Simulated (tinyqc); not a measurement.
Size of the basis: round or elliptic silicon nanowire with anisotropic valleys (Ritz method).

Wire along x = [110] on a (001) wafer, y = [-110], z = [001]. Valley groups (w = inverse masses): A, two valleys along z: w_y = 1/mt, w_z = 1/ml, m_x = mt; B, four valleys in the wafer plane: w_y = (1/ml + 1/mt)/2, w_z = 1/mt, m_x = (ml + mt)/2.

Hard wall on the ellipse (y/a)^2 + (z/b)^2 = 1, c = hbar^2/2m0. With u = y/a, v = z/b the operator is -c [(w_y/a^2) d2/du2 + (w_z/b^2) d2/dv2] on the unit disc. Basis (1 - u^2 - v^2) u^i v^j; S, X and Y are the disc integrals of f f', (df/du)(df'/du) and (df/dv)(df'/dv), from the integral of u^p v^q = 2 Gamma((p+1)/2) Gamma((q+1)/2)/((p + q + 2) Gamma((p+q+2)/2)) for even p, q; H = c (w_y X/a^2 + w_z Y/b^2).

Constants: hbar^2/2m0 = 3.80998211 eV angstrom^2.

Inputs chosen for the exercise (near those of a Si nanowire; not measured data):
```
symbol  value  unit      meaning
ml      0.923  m0        longitudinal mass
mt      0.191  m0        transverse mass
a       22     angstrom  semi-axis along y
b       22     angstrom  semi-axis along z
```

Lowest level of each group with 1, 3, 6 and 21 even functions.

Levels (meV):
```
functions       A       B
1          149.23  198.26
3          141.52  190.80
6          141.38  190.76
21         141.38  190.76
```

What does the comparison show?

One function errs by 5.5 % for A and 3.9 % for B, six by 0.00083 and 5.5e-05 meV. The error grows with the axis ratio of the stretched ellipse (2.20, 1.29); for a circle it is 6/5.783 - 1 = 3.7 %.

tinyqc: `OMP_NUM_THREADS=1 python tinyqc.py 1252530 1252531 out.jsonl`; about 0.03 s, one thread, shared Intel(R) Xeon(R) Processor @ 2.30GHz.
